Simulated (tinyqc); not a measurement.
# Trapped share and trap depth from dynamic on-resistance

Question. Traps remove the share ft of the electrons in the drain access (length Ld, sheet resistance Rsh before stress), so Ron grows by Rsh Ld ft/(1 - ft). The recovery time goes as T^(-2) exp(q Ea/(kB T)). Find ft and Ea.

Inputs (values chosen for the exercise): drain access length Ld = 2 um.

Constants: q = 1.602176634e-19 C, kB = 1.380649e-23 J/K. Results are converted to the units shown.

Ron before and just after an off-state stress (ohm mm): 3.0903914  3.3575429
Rsh = 502.49920 ohm
recovery times at 320 and 390 K (s): 0.19  0.017006571

Answer. The rise of Ron over Rsh Ld is ft/(1 - ft); ln(t T^2) is linear in 1/T.

ft = 0.2100
Ea = 0.3100 eV

Program tinyqc, `OMP_NUM_THREADS=1 python tinyqc.py 2570144 2570145 out.jsonl`; Intel Xeon 2.30GHz, shared host, one thread, about 0.03 s.
